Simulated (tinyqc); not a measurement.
Capacitance of parallel on-chip lines from Laplace's equation on a mesh: one step of the calculation.

Cross-section of an endless row of equal lines between two grounded planes; neighbours are driven in antiphase (+1 V and -1 V), so the plane midway between two lines is at 0 V. By symmetry one quarter is solved: x runs from the centre of a line (column 0, mirror) to that midplane (column 4, 0 V), y from the mid-height of the line (row 0, mirror) to the ground plane (row 4, 0 V). The line fills columns 0 to 2 and rows 0 to 1 at 1 V. Cells beside the line (below row 1) have e2, cells above have e1. Each link between nodes has the conductance g = mean permittivity of the two cells beside it (a cell beyond a mirror counts as 0), and the free nodes obey sum g (V_neighbour - V) = 0.

Question. Link conductances. gx[j, i] joins node (row j, column i) to column i + 1, gy[j, i] to row j + 1.

Inputs (values chosen for the exercise): relative permittivity above and below the lines e1 = 3; relative permittivity between the lines e2 = 7.

Find: gx; gy.

Answer.

gx:
```
,col 0,col 1,col 2,col 3
row 0,3.5000,3.5000,3.5000,3.5000
row 1,5.0000,5.0000,5.0000,5.0000
row 2,3.0000,3.0000,3.0000,3.0000
row 3,3.0000,3.0000,3.0000,3.0000
row 4,1.5000,1.5000,1.5000,1.5000
```

gy:
```
,col 0,col 1,col 2,col 3,col 4
row 0,3.5000,7.0000,7.0000,7.0000,3.5000
row 1,1.5000,3.0000,3.0000,3.0000,1.5000
row 2,1.5000,3.0000,3.0000,3.0000,1.5000
row 3,1.5000,3.0000,3.0000,3.0000,1.5000
```

Program tinyqc, `OMP_NUM_THREADS=1 python tinyqc.py 2790193 2790194 out.jsonl`; Intel Xeon 2.30GHz, shared host, one thread, about 0.7 s.
